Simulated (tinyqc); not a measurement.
Length of a molecular wire: coherent transport through a tight-binding bridge. Computed by the program tinyqc. T = Gamma_L Gamma_R |G_1n|^2 with the self-energies of semi-infinite chains.

A uniform bridge between two chains:
```
parameter                        value
site energy (eV)              0.370000
hopping in the bridge (eV)    0.430000
lead hopping (eV)             1.630000
couplings (eV)              1.12, 0.36
E (eV)                       -0.290000
```

Transmission against length:
```
sites           T    ln T
2      1.4059e-01  -1.962
3      1.9671e-01  -1.626
5      4.1824e-01  -0.872
6      1.6248e-01  -1.817
7      1.4916e-01  -1.903
8      3.1887e-01  -1.143
9      7.5944e-01  -0.275
10     2.3599e-01  -1.444
```

Estimate the missing row, sites = 4.

Computed row:
```
sites           T    ln T
4      6.2456e-01  -0.471
```

E lies inside the band of the bridge (|E - e|/2h = 0.767 < 1): T does not decay but oscillates with length, between 0.141 and 0.759 here, as levels of the bridge pass E.
